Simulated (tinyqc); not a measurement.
What moves the results: buckled dimers of a reconstructed (001) surface, two dangling bonds a dimer. A value that a table varies takes the place of the one given here.

In a dimer one atom moves up by z and the other down by z; the dangling bond of the up atom (more s-like) falls by gm z and that of the down atom rises by gm z. With all dimers tilted alike: H(k) = [[-gm z - 2 ta cos k, -tp - 2 tx cos k], [., gm z - 2 ta cos k]], k along the row in 1/a. Two electrons a dimer fill the lowest N of the 2N levels on the mesh k_j = (j + 1/2) pi/N. Total energy a dimer: W(z) = (2/N) sum of the filled levels + kf z^2. Repulsion between electrons is left out.

Values chosen for the exercise (of the size met on Si(001); shifted at random, so the results belong to these values and not to a real crystal):
```
symbol  value  unit           meaning
tp      0.17   eV             pi coupling inside a dimer
ta      0.05   eV             coupling between like atoms along the row
tx      0      eV             diagonal coupling along the row
gm      2.07   eV/angstrom    shift of a dangling bond with height
kf      11.2   eV/angstrom^2  force constant of buckling
N       12                    k points
```

## Energy against buckling

W relative to z = 0; gap as lowest upper less highest lower level on 201 points from 0 to pi.

Per dimer (eV):
```
z (angstrom)  band energy  elastic        W     gap
0.00               0.0000   0.0000   0.0000  0.1400
0.05              -0.0581   0.0280  -0.0301  0.1981
0.10              -0.1957   0.1120  -0.0837  0.3357
0.15              -0.3680   0.2520  -0.1160  0.5080
0.20              -0.5551   0.4480  -0.1071  0.6951
0.30              -0.9477   1.0080   0.0603  1.0877
0.40              -1.3505   1.7920   0.4415  1.4905
0.50              -1.7577   2.8000   1.0423  1.8977
0.60              -2.1672   4.0320   1.8648  2.3072
```

What does this show, and why?

W is lowest at z = 0.15 among these rows (-0.1160 eV). The band energy falls as z^2 at first and linearly, as -2 gm z, once gm z is far above tp, so the elastic term always wins at large z. The gap is open at all z.

## Strong pi bonds keep dimers flat

tp is varied; z minimises W on 0 to 1 angstrom; gap on 201 points; charge moved: the mean of gm z/sqrt((gm z)^2 + h^2) over the mesh, h the off-diagonal element.

Against tp:
```
tp (eV)  z (angstrom)  gain (eV)  gap (eV)  charge moved (e)
0.10           0.1784     0.2087    0.5652             0.965
0.20           0.1576     0.0871    0.5652             0.852
0.30           0.1147     0.0178    0.5652             0.621
0.45           0.0000     0.0000    0.7000             0.000
0.60           0.0000     0.0000    1.0000             0.000
0.80           0.0000     0.0000    1.4000             0.000
1.00           0.0000     0.0000    1.8000             0.000
1.30           0.0000     0.0000    2.4000             0.000
1.60           0.0000     0.0000    3.0000             0.000
```

What can be read from the table?

Dimers buckle for tp up to 0.3 eV among these rows; for an isolated dimer the limit is gm^2/kf = 0.383 eV. While buckled, the splitting, on average over k, stays near 2 gm^2/kf = 0.765 eV whatever tp is, and beyond the limit it follows 2 tp; the gap is smaller by the width of the bands, about 4 ta = 0.20 eV.

## Tilting alike or in alternation

Alternation doubles the cell: sites L1, R1, L2, R2 with levels -gm z, +gm z, +gm z, -gm z, -tp inside a dimer, -2 ta cos k between L1-L2 and R1-R2, -2 tx cos k between L1-R2 and R1-L2, on k_j = (j + 1/2) pi/(2N); the lowest half of the levels is filled. Energies a dimer; gaps on these meshes.

Two patterns:
```
z (angstrom)  W alike (eV)  W alternating (eV)  difference (meV)  gap alike (eV)  gap alternating (eV)
0.05               -0.3701             -0.3778              -7.7          0.1998                0.2501
0.10               -0.4237             -0.4351             -11.4          0.3374                0.4372
0.15               -0.4560             -0.4669             -10.9          0.5097                0.6367
0.20               -0.4471             -0.4566              -9.5          0.6968                0.8398
0.30               -0.2797             -0.2869              -7.2          1.0894                1.2499
0.40                0.1015              0.0958              -5.7          1.4923                1.6619
0.50                0.7023              0.6976              -4.6          1.8994                2.0748
```

How do the results move?

The lowest W listed is -0.4560 eV for like tilts and -0.4669 eV for alternation; the difference at equal z runs from -11.4 to -4.6 meV. With alternation ta joins filled up atoms to empty down atoms and gains energy in second order, about 2 ta^2/(gm z) a dimer at large z, while tx does so for like tilts; here ta = 0.05 and tx = 0 eV. At z = 0.3 the gap is 1.089 eV alike and 1.250 eV alternating.

## What each parameter does

z minimises W on 0 to 1 angstrom; gain over flat dimers; gap on 201 points from 0 to pi. Each row changes one parameter from the base and keeps the others.

Results:
```
case                      z (angstrom)  gain (eV)  gap (eV)
base                            0.1656     0.1181    0.5652
tp = 0.145 eV                   0.1710     0.1475    0.5652
ta = 0.08 eV                    0.1656     0.1181    0.4452
tx = 0.03 eV                    0.1650     0.1219    0.5708
gm = 2.236 eV/angstrom          0.1846     0.1711    0.6928
kf = 10.08 eV/angstrom^2        0.1882     0.1531    0.6502
```

What can be read from the table?

The largest shifts from the base row, up to three for each result and ties (the steps differ in size, so this ranks the rows, not the parameters). z (angstrom): kf +0.0226, gm +0.0190, tp +0.0055; unchanged at the printed digits by ta. gain (eV): gm +0.0530, kf +0.0350, tp +0.0294; unchanged at the printed digits by ta. gap (eV): gm +0.1276, ta -0.1200, kf +0.0850; unchanged at the printed digits by tp.

(tinyqc, `OMP_NUM_THREADS=1 python tinyqc.py 1451591 1451592 out.jsonl`, Intel(R) Xeon(R) Processor @ 2.30GHz, 1 thread, shared host, about 0.02 s.)
